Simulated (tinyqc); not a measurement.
From results back to parameters: defect-molecule model of a vacancy with Jahn-Teller distortion. Five cases, with inputs chosen for the exercise.

Problem. With et the undistorted t2 level, Uc the repulsion of two electrons, I the Jahn-Teller coupling and k the force constant, the levels above Ev are E(2+/+) = et - E_JT, E(+/0) = et - 3 E_JT + Uc, the Stokes shift of the first transition is 2 E_JT, E_JT = 2 I^2/k and the distortion of the + state is 2 I/k. The values below come from hidden parameters.

Find: et, Uc; I; k.

Method. E_JT is half the Stokes shift; et = E(2+/+) + E_JT; Uc = E(+/0) - E(2+/+) + 2 E_JT; with Q the distortion, I = E_JT/Q and k = 2 E_JT/Q^2.

Case 1.

levels (eV): (2+/+) 0.24916, (+/0) 0.13749

Stokes shift = 0.401672 eV
distortion of + = 0.173134 angstrom

Solution.

et, Uc (eV): 0.450  0.290

I = 1.16 eV/angstrom
k = 13.4 eV/angstrom^2

Case 2.

levels (eV): (2+/+) 0.19103, (+/0) 0.08310

Stokes shift = 0.337934 eV
distortion of + = 0.136264 angstrom

Solution.

et, Uc (eV): 0.360  0.230

I = 1.24 eV/angstrom
k = 18.2 eV/angstrom^2

Case 3.

levels (eV): (2+/+) 0.11395, (+/0) 0.06185

Stokes shift = 0.372100 eV
distortion of + = 0.152500 angstrom

Solution.

et, Uc (eV): 0.300  0.320

I = 1.22 eV/angstrom
k = 16.0 eV/angstrom^2

Case 4.

levels (eV): (2+/+) 0.14104, (+/0) 0.07312

Stokes shift = 0.257921 eV
distortion of + = 0.130263 angstrom

Solution.

et, Uc (eV): 0.270  0.190

I = 0.99 eV/angstrom
k = 15.2 eV/angstrom^2

Case 5.

levels (eV): (2+/+) 0.07788, (+/0) 0.15364

Stokes shift = 0.324237 eV
distortion of + = 0.146053 angstrom

Solution.

et, Uc (eV): 0.240  0.400

I = 1.11 eV/angstrom
k = 15.2 eV/angstrom^2

Computed by tinyqc, one run a case: `OMP_NUM_THREADS=1 python tinyqc.py N N+1 out.jsonl` with N = 1452437, 1452440, 1452482, 1452621, 1452685; one thread of a shared Intel(R) Xeon(R) Processor @ 2.30GHz, about 0.01 s a run at most.
